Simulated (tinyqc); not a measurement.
Inside a calculation: Bethe-Salpeter matrix of a two-band square lattice (Tamm-Dancoff form). Values are carried at full precision from step to step, so a last printed digit may differ when a step is redone from the rounded ones.

One valence and one conduction band, lattice period 1, mesh k = 2 pi j/N along each axis (first index slowest). Pair energies D(k) = Eg + 2 t sum(1 - cos k), t = tc + tv. Screened attraction W(R) = U at R = 0 and V/|R| otherwise, R over the N x N cells with the nearest image; W(q) = sum_R W(R) cos(q R). H(k, k') = D(k) delta - W(k - k')/Nk + 2 J/Nk for singlets (J = 0 for triplets), Nk the number of k points. With a constant transition dipole the strength of a state is f = (sum_k A_k)^2/Nk, and the f sum to 1.

Inputs chosen for the exercise: Eg = 2.9 eV (quasiparticle gap); tc = 0.1 eV (conduction hopping); tv = 0.11 eV (valence hopping); U = 1.24 eV (attraction in the same cell); V = 0.59 eV (attraction at one cell distance); J = 0.13 eV (exchange in the same cell); N = 3 (k points along each axis).

## Pair energies and the kernel

List D(k), W(R) and W(q) on the mesh.

Mesh values (eV):
```
index j  D(k_j)  W(R = j)  W(q_j)
j00      2.9000    1.2400  5.2688
j01      3.5300    0.5900  0.9956
j02      3.5300    0.5900  0.9956
j10      3.5300    0.5900  0.9956
j11      4.1600    0.4172  0.4772
j12      4.1600    0.4172  0.4772
j20      3.5300    0.5900  0.9956
j21      4.1600    0.4172  0.4772
j22      4.1600    0.4172  0.4772
```

## The singlet matrix

Fill in H.

H (eV), lower triangle:
```
         j00      j01      j02      j10      j11      j12      j20      j21     j22
j00   2.3435
j01  -0.0817   2.9735
j02  -0.0817  -0.0817   2.9735
j10  -0.0817  -0.0241  -0.0241   2.9735
j11  -0.0241  -0.0817  -0.0241  -0.0817   3.6035
j12  -0.0241  -0.0241  -0.0817  -0.0817  -0.0817   3.6035
j20  -0.0817  -0.0241  -0.0241  -0.0817  -0.0241  -0.0241   2.9735
j21  -0.0241  -0.0817  -0.0241  -0.0241  -0.0817  -0.0241  -0.0817   3.6035
j22  -0.0241  -0.0241  -0.0817  -0.0241  -0.0241  -0.0817  -0.0817  -0.0817  3.6035
```

## Exciton levels and strengths

Diagonalise. For the lowest state give the amplitudes A_k (norm 1, largest positive) and f = (sum_k A_k)^2/Nk, Nk the size of the matrix.

levels (eV): 2.2842  2.8329  2.9400  3.0438  3.0438  3.4857  3.6390  3.6390  3.7428

amplitudes of the lowest state: j00 0.944, j01 0.157, j02 0.157, j10 0.157, j11 0.049, j12 0.049, j20 0.157, j21 0.049, j22 0.049

f of the lowest state = 0.348

The lowest state lies 0.6158 eV below the gap Eg = 2.9 eV and holds 35 % of the strength, against 11 % for one free pair. On a fine mesh the triplet and singlet bindings are 0.6598 and 0.5104 eV.

## Spectrum with and without the kernel

Distinct levels with their degeneracy and summed f, for singlets, beside the sorted triplet levels and free pairs.

Singlets:
```
E (eV)  degeneracy       f
2.2842           1  0.3478
2.8329           1  0.4715
2.9400           1  0.0000
3.0438           2  0.0000
3.4857           1  0.1807
3.6390           2  0.0000
3.7428           1  0.0000
```

triplet levels (eV): 2.1682  2.7257  2.9400  3.0438  3.0438  3.4489  3.6390  3.6390  3.7428

free pairs (eV): 2.9000  3.5300  3.5300  3.5300  3.5300  4.1600  4.1600  4.1600  4.1600

6 of the 9 singlets are dark; those whose amplitude vanishes at R = 0 also feel neither U nor J. The lowest singlet lies 0.1159 eV above the lowest triplet; first order gives 2 J f = 0.1422 eV with the f of the triplet envelope. The centre of the spectrum, sum f E = 2.7600 eV, equals mean D - U + 2J = 2.7600 eV.

## Checks

- Levels from the matrix in the electron-hole distance R against those in k: they agree to 1e-10 or better.

Computed by tinyqc, a small Python program: `OMP_NUM_THREADS=1 python tinyqc.py 1280892 1280893 out.jsonl` (the numbers bound the seed that draws the inputs); one thread of a shared host (Intel(R) Xeon(R) Processor @ 2.30GHz), about 0.9 s for the whole set of steps.
